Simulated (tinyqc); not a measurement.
What moves the results: six-band Luttinger-Kohn model with strain. A value that a table varies takes the place of the one given here.

Six-band Luttinger-Kohn model in the basis |3/2,3/2>, |3/2,1/2>, |3/2,-1/2>, |3/2,-3/2>, |1/2,1/2>, |1/2,-1/2>, electron energies, zero at the top of the unstrained valence band. H = -[rows: (P+Q, -S, R, 0, -S/r2, r2 R); (-S*, P-Q, 0, R, -r2 Q, r32 S); (R*, 0, P-Q, S, r32 S*, r2 Q); (0, R*, S*, P+Q, -r2 R*, -S*/r2); (-S*/r2, -r2 Q, r32 S, -r2 R, P+Dso, 0); (r2 R*, r32 S*, r2 Q, -S/r2, 0, P+Dso)], r2 = sqrt(2), r32 = sqrt(3/2). Levels are twofold.

P = c g1 k^2 - av tr(e); Q = c g2 (kx^2 + ky^2 - 2 kz^2) - (b/2)(exx + eyy - 2 ezz); R = c sqrt3 [-g2 (kx^2 - ky^2) + 2i g3 kx ky] + (sqrt3/2) b (exx - eyy) - i d exy; S = 2 c sqrt3 g3 (kx - i ky) kz - d (exz - i eyz); c = hbar^2/2m0, e the strain tensor (not engineering shear).

s11 = (C11 + C12)/((C11 - C12)(C11 + 2 C12)), s12 = -C12/((C11 - C12)(C11 + 2 C12)), s44 = 1/C44; exx = s11 sxx + s12 (syy + szz) and cyclic, exy = s44 sxy/2; tension is positive. A uniaxial stress X along the unit vector n is s_ij = X n_i n_j.

Constants: hbar^2/2m0 = 3.80998211 eV angstrom^2.

Inputs chosen for the exercise (near those of Si; shifted at random, so the results belong to these values and not to a real crystal): Dso = 0.044 eV (spin-orbit splitting); g1 = 4.28 (Luttinger gamma1); g2 = 0.34 (gamma2); g3 = 1.45 (gamma3); av = 2.47 eV (valence hydrostatic potential); b = -2.09 eV (tetragonal shear potential); d = -4.75 eV (trigonal shear potential); C11 = 166.9 GPa; C12 = 63.5 GPa; C44 = 79 GPa; load = biaxial (001) (kind of stress); X1 = 1.1 GPa (size of the stress); E_h = 5 meV (hole energy below the top); X = -0.25 GPa (stress).

## Sweep of a biaxial (001) stress

Edges at k = 0 and curvature masses of the top pair along [110] and [001] (step 0.0002 1/angstrom); at zero stress the top is fourfold and has no single curvature.

Edges and masses:
```
X (GPa)  top (eV)  second (eV)  third (eV)  splitting (meV)  m [110]  m [001]
-3.00      0.0102      -0.0166     -0.1889             26.8    0.216    0.278
-2.00      0.0068      -0.0186     -0.1330             25.4    0.216    0.278
-1.00      0.0034      -0.0180     -0.0799             21.4    0.216    0.278
0.00       0.0000       0.0000     -0.0440              0.0        -        -
1.00       0.0479      -0.0034     -0.0381             51.3    0.273    0.181
2.00       0.1029      -0.0068     -0.0392            109.7    0.276    0.179
3.00       0.1592      -0.0102     -0.0417            169.4    0.277    0.178
```

What does this show, and why?

The splitting reaches 26.8 meV under compression and 169.4 meV under the same tension; linear shear terms alone would make the two equal, and the difference comes from the coupling to the split-off band. At the ends of the sweep the top pair has a mass along [110] of 0.216 under compression and 0.277 under tension, so compression gives the lighter holes along [110]; along [001] it has 0.278 and 0.178. The top edge itself moves by +10 and +159 meV.

## Which stress helps holes along [110]

Each load has size X1 (biaxial: sxx = syy); masses are curvatures of the top pair at k = 0.

Results:
```
load                         splitting (meV)  top edge (meV)  m [110]  m [001]
uniaxial [110], compression             50.2            21.2    0.117    0.273
uniaxial [110], tension                 21.7            29.4    0.441    0.208
uniaxial [100], compression             57.0            25.5    0.218    0.274
uniaxial [100], tension                 22.1            31.5    0.243    0.216
uniaxial [111], compression             48.2            19.8    0.145    0.234
uniaxial [111], tension                 20.9            28.3    0.353    0.234
biaxial (001), compression              22.1             3.7    0.216    0.278
biaxial (001), tension                  57.0            53.3    0.274    0.181
```

How do the results move?

The lightest mass along [110] (0.117) comes with uniaxial [110], compression. The largest splitting (57.0 meV) comes with uniaxial [100], compression; biaxial (001), tension. The heaviest mass along [001] (0.278), which lowers the confinement energy in a (001) channel, comes with biaxial (001), compression. The splitting per GPa follows b (s11 - s12) for loads along cube axes and d s44 for [111]: here 2 |b| (s11 - s12) = 40.4 and |d| s44/sqrt3 = 34.7 meV per GPa in the limit of large Dso; where the splitting nears Dso, mixing with the split-off band makes it depend on the sign of the load.

## Warping of the constant-energy contours (six-band Luttinger-Kohn model)

No strain (e = 0). In the plane kz = 0, |k| where the top and second pairs lie E_h below the top, against the angle from [100]; m = c k^2/E_h.

Contours:
```
angle (degrees)  k top (1/angstrom)  k second (1/angstrom)  m top (m0)  m second (m0)
0                            0.0191                 0.0163       0.278          0.202
9                            0.0201                 0.0158       0.307          0.190
18                           0.0223                 0.0151       0.377          0.173
27                           0.0252                 0.0145       0.483          0.160
36                           0.0283                 0.0142       0.611          0.153
45                           0.0299                 0.0140       0.681          0.150
```

What can be read from the table?

The heavy contour reaches 1.566 times as far along [110] as along [100], the light one 0.861 times. The warping follows g3 - g2 = 1.11 and would vanish for g2 = g3. Along [100] the heavy mass is 1/(g1 - 2 g2) = 0.278 at any energy, while the light one is 0.2025, against 1/(g1 + 2 g2) = 0.2016 at the edge, for E_h/Dso = 0.11.

## What each parameter does

Edges at k = 0 under a biaxial (001) stress X and the curvature mass of the top pair along [110] (step 0.0002 1/angstrom). Each row changes one parameter from the base and keeps the others.

Results:
```
case            top (eV)  second (eV)  third (eV)  mass (m0)
base              0.0009      -0.0080     -0.0495      0.216
X = -0.2 GPa      0.0007      -0.0066     -0.0482      0.216
C44 = 94.8 GPa    0.0009      -0.0080     -0.0495      0.216
d = -3.8 eV       0.0009      -0.0080     -0.0495      0.216
g1 = 5.136        0.0009      -0.0080     -0.0495      0.183
g2 = 0.272        0.0009      -0.0080     -0.0495      0.220
g3 = 1.74         0.0009      -0.0080     -0.0495      0.216
b = -2.508 eV     0.0019      -0.0084     -0.0501      0.216
```

How do the results move?

The largest shifts from the base row, up to three for each result and ties (the steps differ in size, so this ranks the rows, not the parameters). top (eV): b +0.0010, X -0.0002; unchanged at the printed digits by C44, d, g1, g2 and g3. second (eV): X +0.0014, b -0.0004; unchanged at the printed digits by C44, d, g1, g2 and g3. third (eV): X +0.0013, b -0.0006; unchanged at the printed digits by C44, d, g1, g2 and g3. mass (m0): g1 -0.034, g2 +0.003; unchanged at the printed digits by X, C44, d, g3 and b. The Luttinger parameters multiply k^2 and cannot move the edges; av shifts all edges alike and leaves the mass.

(tinyqc, `OMP_NUM_THREADS=1 python tinyqc.py 1050664 1050665 out.jsonl`, Intel(R) Xeon(R) Processor @ 2.30GHz, 1 thread, shared host, about 0.05 s.)
